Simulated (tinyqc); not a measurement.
Quantum against classical capture: non-radiative capture by multiphonon emission, one effective mode. Computed by tinyqc, a small Python program. Command: `OMP_NUM_THREADS=1 python tinyqc.py 3031242 3031243 out.jsonl capture walk`. One thread of a shared host (Intel(R) Xeon(R) Processor @ 2.30GHz), about 0.02 s of CPU time with the checks.

The initial state (free carrier plus empty centre) lies dE above the final state; both have the same frequency and are displaced by dQ.

Inputs (values chosen for the exercise, with mass, screening and phonons like those of GaP):

| quantity | value | unit |
|---|---|---|
| energy released dE | 0.387 | eV |
| phonon energy hbar omega | 39.1 | meV |
| Huang-Rhys factor S | 1.93 | - |
| electron-phonon coupling W | 0.023 | eV/(u^(1/2) angstrom) |
| cell volume V | 1180 | angstrom^3 |
| degeneracy g | 2 | - |
| broadening b | 29 | meV |
| carrier mass m | 0.781 | m_0 |
| dielectric constant eps | 10.9 | - |
| temperature T | 120 | K |

Centre: repulsive.

Constants: hbar^2/u = 4.18015928e-03 eV angstrom^2; k_B = 8.617333262e-05 eV/K; hbar = 6.582119569e-16 eV s; Ry = 13.605693123 eV.

Method:
- dQ = sqrt(2 S (hbar^2/u)/hbar omega); relaxation energy lambda = S hbar omega; phonons needed P = dE/hbar omega; classical barrier E_b = (dE - lambda)^2/(4 lambda); occupation n = 1/(exp(hbar omega/k_B T) - 1).
- M_p = sum_m w_m <m_i|Q|(m + p)_f>^2 with Q counted from the final minimum and Boltzmann weights w_m for m = 0..24; <m_i|Q|k_f> = sqrt((hbar^2/u)/(2 hbar omega)) [sqrt(k) <m|k-1> + sqrt(k+1) <m|k+1>], with overlaps of oscillators displaced by d = sqrt(2 S) summed on 1500 points from -16 to 16 + d.
- The delta function is a Gaussian of standard deviation b at dE - p hbar omega.
- C_0 = V (2 pi/hbar) g W^2 sum_p M_p Gaussian_p. Here the sum runs over all p.
- Classical (Marcus) form: replace the sum by Q_c^2 exp(-E_b/k_B T)/sqrt(4 pi lambda k_B T), Q_c = dQ (dE + lambda)/(2 lambda).
- Sommerfeld factor of a repulsive centre: s(k) = 2 pi nu/(exp(2 pi nu) - 1), nu = sqrt(Ry*/E), Ry* = Ry m/eps^2, averaged over (2/sqrt(pi)) sqrt(x) exp(-x) dx with x = E/k_B T = t^2 (trapezoid, t to 6 in steps of 0.01).
- The last column is -k_B d ln C_0/d(1/T) from this row and the one above.

dQ = 0.642394 u^(1/2) angstrom

lambda = 0.075463 eV

classical barrier E_b = 0.321533 eV

Against temperature:

| T (K) | C_0, quantum (cm^3/s) | C_0, classical (cm^3/s) | Sommerfeld factor | activation energy (eV) |
|---|---|---|---|---|
| 36 | 7.0657e-11 | 8.2699e-52 | 5.4969e-07 | - |
| 68 | 7.1161e-11 | 9.1579e-31 | 1.5672e-05 | 4.6810e-05 |
| 110 | 7.7417e-11 | 9.0398e-22 | 1.2155e-04 | 1.2931e-03 |
| 180 | 1.1230e-10 | 3.7853e-16 | 6.9001e-04 | 9.0664e-03 |
| 270 | 2.1417e-10 | 3.0966e-13 | 2.2799e-03 | 3.0042e-02 |
| 410 | 5.5374e-10 | 2.8154e-11 | 6.4589e-03 | 6.4726e-02 |
| 640 | 1.7654e-09 | 5.9320e-10 | 1.6326e-02 | 1.1399e-01 |
| 1000 | 5.2741e-09 | 3.8708e-09 | 3.5196e-02 | 1.6766e-01 |

What does the comparison show, and why?

At 36.0 K the quantum value is 8.5e40 times the classical one: C_0 comes from tunnelling out of the lowest level and hardly depends on T. At 1000 K the ratio is 1.4. The largest apparent activation energy is 0.168 eV against the classical barrier of 0.322 eV, so an Arrhenius fit understates the barrier, through tunnelling and the broadening b at low T and the T^(-1/2) prefactor at high T. The measured coefficient is C = s C_0, and s changes by a factor 64000 over these rows, so C changes by 4.8e6 where C_0 changes by 75.

Extremes, crossings and ranges named in words are read from the listed rows.
